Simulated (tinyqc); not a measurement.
From one set of inputs to another, one input at a time: anisotropic elasticity and sound waves of a cubic crystal. Computed by tinyqc, a small Python program. Command: `OMP_NUM_THREADS=1 python tinyqc.py 3024955 3024956 out.jsonl cubicelastic ladder`. One thread of a shared host (Intel(R) Xeon(R) Processor @ 2.30GHz), about 0.01 s of CPU time with the checks.

Voigt order 1..6 = xx, yy, zz, yz, xz, xy, with engineering shear strains. The rotated frame has x' as named, z' along the wafer normal and y' = z' x x'.

The inputs printed are set A. Inputs not listed in the table keep their values of set A, so the rows need not describe a real material.

Inputs (values chosen for the exercise, for a model crystal):

| quantity | value | unit |
|---|---|---|
| C11 | 566 | GPa |
| C12 | 408 | GPa |
| C44 | 331 | GPa |
| expansion coefficient of the film | 20 | ppm/K |
| expansion coefficient of the substrate | 0.55 | ppm/K |
| cooling Delta T | 700 | K |

Frame: (110) wafer, x' along [001].

direction cosines a (rows x', y', z' in the cube axes):
```
           x          y         z
x'  0.000000   0.000000  1.000000
y'  0.707107  -0.707107  0.000000
z'  0.707107   0.707107  0.000000
```

Method:
- S11 = (C11 + C12)/D, S12 = -C12/D, D = (C11 - C12)(C11 + 2 C12), S44 = 1/C44. Zener ratio A = 2 C44/(C11 - C12); S0 = S11 - S12 - S44/2; H = 2 C44 + C12 - C11.
- C'_ijkl = C12 delta_ij delta_kl + C44 (delta_ik delta_jl + delta_il delta_jk) - H sum_m a_im a_jm a_km a_lm.
- On cooling, a thick substrate imposes eps_1 = eps_2 = (alpha_film - alpha_substrate) Delta T and eps_6 = 0; the free surface sets sigma_3 = sigma_4 = sigma_5 = 0, which fixes eps_3, eps_4, eps_5. Biaxial modulus M = (sigma_1 + sigma_2)/(2 eps); energy density M eps^2. Elastic response and constant coefficients are assumed.

Each row keeps all changes above it:

| input moved | from | to | biaxial modulus M (GPa) | stress along x' (MPa) | Zener ratio A |
|---|---|---|---|---|---|
| set A | - | - | 905.56 | 9431.0 | 4.190 |
| C11 (GPa) | 566 | 455.3 | 847.35 | 8049.0 | 13.996 |
| expansion coefficient of the substrate (ppm/K) | 0.55 | 2.6 | 847.35 | 7200.6 | 13.996 |
| C12 (GPa) | 408 | 158.4 | 690.85 | 7068.8 | 2.230 |
| C44 (GPa) | 331 | 109.4 | 442.07 | 5825.5 | 0.737 |
| expansion coefficient of the film (ppm/K) | 20 | 4.8 | 442.07 | 736.6 | 0.737 |

Biaxial modulus M goes from 906 to 442, a factor 0.488 in all. The largest single move comes from C44 (a factor 0.640). Stress along x' goes from 9430 to 737, a factor 0.0781 in all. The largest single move comes from expansion coefficient of the film (a factor 0.126). Zener ratio A goes from 4.19 to 0.737, a factor 0.176 in all. The largest single move comes from C12 (a factor 0.159), and C11 works against it (a factor 3.34). The single moves hold for this order of the switches; the total does not depend on the order.

Caution (all rows): the thermal stress of this film exceeds 200 MPa, which can relax by slip, cracking or buckling in a real film.

Extremes, crossings and ranges named in words are read from the listed rows.
